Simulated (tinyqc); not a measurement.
Mobility of a non-polar semiconductor in the relaxation-time approximation. From Seebeck coefficient |S| back to carrier density n. Computed by tinyqc, a small Python program. Command: `OMP_NUM_THREADS=1 python tinyqc.py 3008265 3008266 out.jsonl rta inv`. One thread of a shared host (Intel(R) Xeon(R) Processor @ 2.30GHz), about 0.03 s of CPU time with the checks.

Each valley is treated as a sphere of mass m_d for states and rates, with one isotropic relaxation time; the conductivity mass m_c sets the current.

Inputs (values chosen for the exercise, modelled on electrons in silicon):
```
quantity                                          value       unit
longitudinal mass m_l                             0.919        m_0
transverse mass m_t                               0.193        m_0
equivalent valleys Z                                  6          -
static permittivity eps_s                          11.7          -
density rho                                        2329     kg/m^3
sound velocity v_l                                 9170        m/s
acoustic deformation potential D_A                   10         eV
phonon energy hbar w                               59.8        meV
optical or intervalley deformation potential D_o    5.1  1e8 eV/cm
final valleys Z_f                                     5          -
compensation ratio C                                  0          -
temperature T                                       200          K
```

Band: parabolic. Impurity formula: Brooks-Herring. Further scattering: none.

Constants: k_B = 8.617333262e-05 eV/K; m_0 = 9.1093837015e-31 kg; e = 1.602176634e-19 C; hbar = 1.054571817e-34 J s; eps_0 = 8.8541878128e-12 F/m; k_B = 1.380649e-23 J/K; hbar = 6.582119569e-16 eV s.

Method:
- m_d = (m_l m_t^2)^(1/3); 1/m_c = (1/m_l + 2/m_t)/3; Hall mass factor A = 3 K_m (K_m + 2)/(2 K_m + 1)^2, K_m = m_l/m_t; N_I = n (1 + C)/(1 - C).
- Parabolic band: E = hbar^2 k^2/(2 m), speed v = hbar k/m, states per spin, volume and energy g(E) = m k/(2 pi^2 hbar^2). Here m = m_d. Masses are multiplied by m_0 and all formulas are in SI units.
- The reduced Fermi level eta = E_F/(k_B T) solves n = 2 Z int g f dE with f = 1/(1 + exp(x - eta)) (Z = 1 unless valleys are given); screening length L_s = sqrt(eps_s eps_0 k_B T/(e^2 dn/deta)), dn/deta = 2 Z int g f (1 - f) dE.
- Integrals over x = E/(k_B T) use 160 Gauss-Legendre points in u = sqrt(x) from 0 to sqrt(max(eta, 0) + 32).
- Phonon occupation N_q = 1/(exp(hbar w/(k_B T)) - 1).
- Acoustic deformation potential (elastic, equipartition, absorption and emission together): 1/tau = 2 pi k_B T D_A^2 g(E)/(hbar rho v_l^2).
- Optical or intervalley deformation potential: 1/tau = (pi Z_f D_o^2/(rho w)) [N_q g(E + hbar w) + (N_q + 1) g(E - hbar w)], with g = 0 below the band edge.
- Each optical term is multiplied by (1 - f(E'))/(1 - f(E)), E' the final energy, for Pauli blocking.
- Singly charged impurities, momentum relaxation: 1/tau = N_I e^4 m (1 + 2 alpha E) Phi/(8 pi (eps_s eps_0)^2 hbar^3 k^3), with alpha = 0 for a parabolic band.
- Brooks-Herring: Phi = ln(1 + b) - b/(1 + b), b = 4 k^2 L_s^2.
- mu = (m_d/m_c) (2 Z e/(3 n k_B T)) int g v^2 tau f (1 - f) dE.
- Averages over x are split at the emission threshold x_0 = hbar w/(k_B T): 64 Gauss-Legendre points in sqrt(x) below it and 128 in sqrt(x - x_0) above it, up to x = max(eta, 0) + 32.
- Rates are added at each energy before the average. With <y> = int g v^2 y f (1 - f) dE: Hall factor r_H = A (3 n k_B T/(2 Z m_d)) <tau^2/(1 + 2 alpha E)>/<tau>^2 (alpha = 0 for a parabolic band); Hall mobility r_H mu; |S| = (k_B/e) (<x tau>/<tau> - eta); resistivity 1/(n e mu).

Task: A run gave the result below. Find the carrier density n, known to lie between 2.3e+16 and 3.7e+16 1/cm^3.

Seebeck coefficient |S| = 739.3856 microvolt/K

Result:

Each step takes the trial c = (a f_b - b f_a)/(f_b - f_a), f being the result less the target and a, b, c the logarithms of the listed values; c replaces end b, the old b replaces a if the sign of f changed, and otherwise f_a is halved.

Scan of the range:
```
carrier density n (1/cm^3)  Seebeck coefficient |S| (microvolt/K)
2.30e+16                                                  749.486
2.49e+16                                                  743.618
2.69e+16                                                  737.919
2.92e+16                                                  731.882
3.16e+16                                                  726.083
3.42e+16                                                  720.292
3.70e+16                                                  714.540
```

False position (Illinois rule, in the logarithm of the input) inside the bracket:
```
step        end a        end b        trial  Seebeck coefficient |S| (microvolt/K)
1     2.49000e+16  2.69000e+16  2.63704e+16                                739.384
2     2.49000e+16  2.63704e+16  2.63695e+16                                739.387
3     2.63704e+16  2.63695e+16  2.63700e+16                                739.386
```

Seebeck coefficient |S| falls at every point of a 13-point scan of the range (every second point is shown), so one value fits; it is bracketed by 2.49e16 and 2.69e16. Answer: carrier density n = 2.637e16 1/cm^3.
